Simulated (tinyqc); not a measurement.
What moves the results: Wannier functions of a composite (isolated) pair of valence bands (bonds of an sp chain). A value that a table varies takes the place of the one given here.

Each atom has a hybrid pointing left (<) and right (>). H(k): diagonal +V3 on A, -V3 on B; <A<|A>> = -V1a, <B<|B>> = -V1b, <A>|B<> = -V2, <B>|A<> = -V2p exp(ik); k in 1/a, Bloch sums with exp(ikR). The two lowest bands are filled. Trial functions in cell 0: g1 = cos(c) A> + sin(c) B<, and g2 = sin(c) B> + cos(c) A< of cell 1, whose Bloch vector has cos(c) exp(-ik) on A<. Projection A_mn = <psi_m|g_n>, S = A^+ A, Loewdin U = A S^(-1/2), Bloch-like states w_n = sum_m psi_m U_mn, H_W(k) = U^+ diag(E) U. P = sum_m |psi_m><psi_m| is free of phase choices, and S = g^+ P g, w = P g S^(-1/2).

Parameters, chosen for this exercise:
```
symbol  value  unit     meaning
V2      4.98   eV       coupling in the bond A-B inside the cell
V2p     3.06   eV       coupling in the bond to the next cell
V1a     1.19   eV       coupling of the two hybrids on A
V1b     1.38   eV       the same on B
V3      0      eV       A at +V3, B at -V3
xb      0.41   a        position of B (A at 0)
c       45     degrees  trial bonds cos(c) on A, sin(c) on B
```

## Choice of the trial bonds

N = 12; centres and spreads in real space with point-like hybrids at R and R + xb; smallest eigenvalue of S over the mesh.

Trial angle:
```
c (deg)  smallest S  centre 1 (a)  centre 2 (a)  sum of centres  total spread (a^2)  H_12(R = 0), mean over k (eV)
15            0.606        0.2059        0.7041          0.9100              0.1366                        -0.6905
30            0.836        0.2059        0.7041          0.9100              0.1364                        -0.6860
45            0.974        0.2059        0.7041          0.9100              0.1363                        -0.6819
55            0.895        0.2059        0.7041          0.9100              0.1364                        -0.6791
65            0.767        0.2059        0.7041          0.9100              0.1364                        -0.6761
75            0.606        0.2059        0.7041          0.9100              0.1366                        -0.6726
85            0.433        0.2059        0.7041          0.9100              0.1369                        -0.6682
```

The sum of the centres stays at 0.9100 a within 0.0000: it gives the electronic polarisation, modulo a, and is fixed by the filled space. Single centres move by less than 0.0001 a here and H_12(0), a matter of gauge, moves by 22 meV. The total spread runs only from 0.1363 to 0.1369 a^2, so the orthogonalisation repairs even poor trials; the projection is best at c = 45 degrees among these rows, and the two bonds, isolated, have c = 45 and 45.

## Interpolating the pair or each band alone

Largest error on 25 points from 0 to pi. Pair: diagonalise the Hermitian part of sum_R exp(ikR) H(R) over the N cells nearest the origin, with H(R) the mean of exp(-ikR) H_W(k) on the mesh k = 2 pi j/N. Alone: the cosine series of each sorted band on the same mesh.

Errors (meV):
```
N      pair  each band alone
3   7.63370         32.77773
4   2.80627          3.55251
5   0.41040          4.60733
6   0.14566          0.46488
8   0.00925          0.08116
10  0.00067          0.01248
14  0.00000          0.00041
```

smallest spacing of the two filled bands = 1.9294 eV

At N = 6 the pair errs by 0.15 meV and the single bands by 0.46; at N = 10, 0.00067 against 0.012. Both fall exponentially: the pair at a rate tied to the gap to the empty bands (4.83 eV), the single bands at a slower one tied to their own spacing (1.929 eV at the closest). Not every column falls at every step, since even meshes hold k = pi and odd ones do not.

## What each parameter does

N = 12: centres, total spread (point-like hybrids at R and R + xb) and H_12(0). Each row changes one parameter from the base and keeps the others.

Results:
```
case           centre 1 (a)  centre 2 (a)  total spread (a^2)  H_12(0) (eV)
base                 0.2059        0.7041              0.1363       -0.6819
V2 = 5.38 eV         0.2058        0.7042              0.1356       -0.6825
V2p = 3.46 eV        0.2058        0.7042              0.1355       -0.6828
V1a = 1.39 eV        0.2049        0.7051              0.1377       -0.6789
V1b = 1.58 eV        0.2070        0.7030              0.1377       -0.7807
V3 = 0.4 eV          0.2212        0.6671              0.1346       -0.7505
xb = 0.46 a          0.2309        0.7291              0.1331       -0.6819
```

The largest shifts from the base row, up to three for each result and ties (the steps differ in size, so this ranks the rows, not the parameters). centre 1 (a): xb +0.0250, V3 +0.0153, V1b +0.0011. centre 2 (a): V3 -0.0369, xb +0.0250, V1b -0.0011. total spread (a^2): xb -0.0033, V3 -0.0018, V1b +0.0014. H_12(0) (eV): V1b -0.0988, V3 -0.0687, V1a +0.0030; unchanged at the printed digits by xb.

Program tinyqc; command `OMP_NUM_THREADS=1 python tinyqc.py 1451079 1451080 out.jsonl`; about 0.2 s on one thread of a shared Intel(R) Xeon(R) Processor @ 2.30GHz.
